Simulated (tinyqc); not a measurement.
Worked calculation: equilibrium and kinetic segregation of a solute to boundaries and growing surfaces. Computed by tinyqc, a small Python program that keeps every step. Command: `OMP_NUM_THREADS=1 python tinyqc.py 3010719 3010720 out.jsonl segreg walk`. One thread of a shared host (Intel(R) Xeon(R) Processor @ 2.30GHz), about 0.01 s of CPU time with the checks. Intermediate numbers are printed to about 5 digits and carried at full precision; extremes and crossings named in words are read from the listed rows.

Inputs (values chosen for the exercise, for a model alloy):
```
quantity                         value          unit
segregation energy Q             0.561            eV
total solute fraction x0        0.0026             -
temperature T                      900             K
grain size d                        56            nm
boundary thickness delta           0.6            nm
atomic volume Omega               20.2    angstrom^3
clean boundary energy gamma_0     0.99         J/m^2
bulk diffusivity D               3e-19         m^2/s
anneal time t                     1600             s
exchange barrier E_b              1.56            eV
surface segregation energy E_s     0.4            eV
growth temperature T_g             770             K
growth rate                       0.12  monolayers/s
```

Isotherm: Langmuir-McLean.

Constants: k_B = 8.617333262e-05 eV/K; 1 eV/angstrom^2 = 16.02176634 J/m^2.

## Coverage for very large grains

With theta the solute fraction on boundary sites and x that in the grains, theta/(1 - theta) = [x/(1 - x)] exp[Q/(k_B T)]. The coverage theta_inf is that for x = x0.

coverage theta_inf = 0.78310

## Depletion of small grains

Finite grains: boundary sites are the fraction f = 3 delta/d, and x0 = (1 - f) x + f theta; solve both equations for theta; share at boundaries = f theta/x0.

site fraction f = 0.032143

coverage theta = 0.079024

fraction x left in the grains = 6.1947e-05

share of solute at boundaries = 97.694 %

enrichment theta/x = 1275.7

98 % of the solute sits at boundaries; for a dopant that share is electrically lost. The supply limits the coverage, which stays well below theta_inf.

## Boundary energy

Gibbs adsorption for this isotherm in a dilute matrix: gamma = gamma_0 + Gam_0 [k_B T ln(1 - theta)], Gam_0 = delta/Omega sites per area.

Gam_0 = 29.703 1/nm^2

boundary energy gamma = 0.95962 J/m^2

Segregation lowers gamma by 3.1 %, and the driving force of grain growth with it.

## How fast the boundary fills

McLean kinetics from a uniform start, fed from both sides, with a constant enrichment beta = theta_inf/x0: (theta - x0)/(theta_inf - x0) = 1 - exp(s^2) erfc(s), s = 2 sqrt(D t)/(beta delta); half filling at s = 0.7691, t = (0.7691 beta delta/2)^2/D. D is an input and does not follow T.

s = 0.24247

degree of filling = 0.22402

time to half filling = 16098 s

diffusion length sqrt(D t) = 21.909 nm

Caution: sqrt(D t) reaches across the grain, so the semi-infinite solution overstates the filling. Caution: half of theta_inf exceeds the equilibrium coverage of grains of this size, so half filling is never reached in them. Caution: by the time of half filling the diffusion length reaches across the grain, so the real time is longer or half filling is never reached.

## Segregation at a growing surface

Two-state exchange during growth, dilute: jump up r_u = nu exp(-E_b/(k_B T_g)), jump back r_d = r_u exp(-E_s/(k_B T_g)), nu = 1e13 1/s. In the time 1/R of one monolayer the share carried up is p = [r_u/(r_u + r_d)] [1 - exp(-(r_u + r_d)/R)]; the tail decays as p^n, length -1/ln p monolayers; the equilibrium limit has p = r_u/(r_u + r_d).

r_u = 615.94 1/s

r_d = 1.4841 1/s

share carried up p = 0.99760

decay length = 415.52 monolayers

Exchange is fast against growth: the equilibrium regime, where heating shortens the tail.

## Tail length against growth temperature

The formulas are those given above.

Exchange model:
```
T_g (K)       r_u/R        p  length (monolayers)  equilibrium limit
486      5.5431e-03  0.00553           1.9238e-01              14060
520      6.3312e-02  0.06135           3.5827e-01               7530
548      3.7498e-01  0.31268           8.6017e-01               4772
576      1.8682e+00  0.84542           5.9552e+00               3162
599      6.2448e+00  0.99763           4.2228e+02               2320
621      1.8218e+01  0.99943           1.7634e+03               1763
655      8.2734e+01  0.99916           1.1965e+03               1196
706      6.0921e+02  0.99861           7.1730e+02                717
791      9.5815e+03  0.99718           3.5414e+02                354
```

The length peaks among these rows at 621 K with 1760 monolayers. Below, exchange freezes (r_u/R = 0.0055 in the first row); above, the length follows the equilibrium limit, about exp(E_s/(k_B T)), down to 354.

## Coverage against grain size

The formulas are those given above.

At T:
```
d (nm)    theta  x in the grains  share at boundaries (%)
15      0.02155        0.0000159                   99.462
30      0.04283        0.0000323                   98.832
60      0.08451        0.0000666                   97.514
120     0.16403        0.0001416                   94.634
250     0.31528        0.0003323                   87.310
500     0.51239        0.0007581                   70.946
1000    0.66186        0.0014112                   45.821
5000    0.76354        0.0023260                   10.572
```

From the largest grains to the smallest the share at boundaries rises from 11 to 99 %, and x/x0 falls to 0.0061. In the dilute limit x/x0 = 1/(1 - f + f exp(Q/(k_B T))), which gives 0.0060 at 15 nm.

Checks made by the program: mass balance (relative difference below 1e-10).
